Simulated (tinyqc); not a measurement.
# Metal gate on a two-layer dielectric stack with fixed charge and a dipole, step by step

Computed by the program tinyqc: `OMP_NUM_THREADS=1 python tinyqc.py 2010122 2010123 out.jsonl`, one thread of a shared Intel Xeon 2.30GHz, about 0.01 s for the whole run. Printed values are rounded.

Gate, layer 2, layer 1, p-type semiconductor; x runs from the gate inwards. Charges are counted in units of +q. psi is the band bending at the surface, positive towards inversion. Classical charge, Boltzmann statistics, no interface traps.

Inputs (values chosen for the exercise); band and dielectric values close to those of germanium, layer 1 close to silicon dioxide, layer 2 close to hafnium oxide: temperature T = 300 K; band gap Eg = 0.658 eV; relative permittivity eps_r = 15.7; conduction-band density of states at T Nc = 1.02e19 cm^-3; valence-band density of states at T Nv = 6.05e18 cm^-3; electron affinity chi = 3.94 eV; acceptor density Na = 1.7e18 cm^-3; work function of the gate metal pM = 4.88 eV; thickness of layer 1, next to the semiconductor t1 = 0.9 nm; relative permittivity of layer 1 e1 = 3.8; thickness of layer 2, next to the gate t2 = 5.6 nm; relative permittivity of layer 2 e2 = 21.9; fixed charge at the semiconductor interface Q1 = 4.5e11 cm^-2; fixed charge between the layers Q2 = 1.7e12 cm^-2; uniform charge density in layer 1 r1 = 1.3e18 cm^-3; uniform charge density in layer 2 r2 = -5.5e17 cm^-3; flat-band shift by a dipole layer between the layers Vd = 0 V; band bending psi of the working point ps = 0.322 V.

Constants: q = 1.602176634e-19 C, kB = 1.380649e-23 J/K, Vt = kB T/q, eps0 = 8.8541878128e-14 F/cm where lengths are in cm. Results are converted to the units shown.

Range of the model: The acceptor density exceeds a tenth of Nv, where Boltzmann statistics begin to fail.

## Equivalent thickness and work-function difference

EOT = 3.9 (t1/e1 + t2/e2), Cox = eps0/(t1/e1 + t2/e2); phi_ms = pM - (chi + Eg - Vt ln(Nv/Na)).

EOT = 1.920944 nm
Cox = 1.797623 uF/cm^2
share of layer 1 in the EOT = 48.08490 %
phi_ms = 0.3148173 V

## Flat-band voltage, term by term

EOT = 3.9 (t1/e1 + t2/e2), Cox = eps0/(t1/e1 + t2/e2); phi_ms = pM - (chi + Eg - Vt ln(Nv/Na)). Vfb = phi_ms + Vd - (q/eps0) [Q1 (t1/e1 + t2/e2) + Q2 t2/e2 + r1 (t1^2/(2 e1) + t1 t2/e2) + r2 t2^2/(2 e2)]: each charge counts with its electrical distance from the gate.

terms (V): phi_ms 0.3148173, dipole 0.0000000, Q1 -0.0401074, Q2 -0.0786601, r1 -0.0079208, r2 0.0071257
Vfb = 0.1952547 V

Apart from phi_ms the largest term is that of Q2, -78.7 mV; all charges and the dipole together move Vfb by -120 mV.

## Threshold voltage

ni = sqrt(Nc Nv) exp(-Eg/(2 Vt)), Eg in volts, pB = Vt ln(Na/ni), Vth = Vfb + 2 pB + sqrt(4 q eps0 eps_r Na pB)/Cox.

ni = 2.334646e13 cm^-3
pB = 0.2894311 V
depletion charge = 0.6620738 uC/cm^2
Vth = 1.142422 V

## Charge in the semiconductor

ni = sqrt(Nc Nv) exp(-Eg/(2 Vt)), Eg in volts. Qs = -sign(psi) sqrt(2 q eps0 eps_r Na Vt [exp(-u) + u - 1 + (ni/Na)^2 (exp(u) - u - 1)]), u = psi/Vt.

Qs = -0.4735592 uC/cm^2

The surface is depleted or weakly inverted.

## Fields and voltage drops

Gauss: D = -Qs just inside the semiconductor; going towards the gate subtract q Q1, then q r1 t1, q Q2 and q r2 t2. Field = D/(eps0 e); the drop over a layer is its mean field times its thickness; Vg = phi_ms + Vd + psi + both drops.

| place | D (uC/cm^2) | field (MV/cm) |
|---|---|---|
| layer 2, gate side | 0.1596928 | 0.082355 |
| layer 2, inner side | 0.1103457 | 0.056907 |
| layer 1, outer side | 0.3827157 | 1.137481 |
| layer 1, semiconductor side | 0.4014612 | 1.193195 |
| semiconductor surface | 0.4735592 | 0.340664 |

drop over layer 2 = 0.03899338 V
drop over layer 1 = 0.1048804 V
Vg = 0.7806911 V

The same Vg follows from Vfb + psi - Qs/Cox. The largest field, 1.19 MV/cm in size, is at: layer 1, semiconductor side.
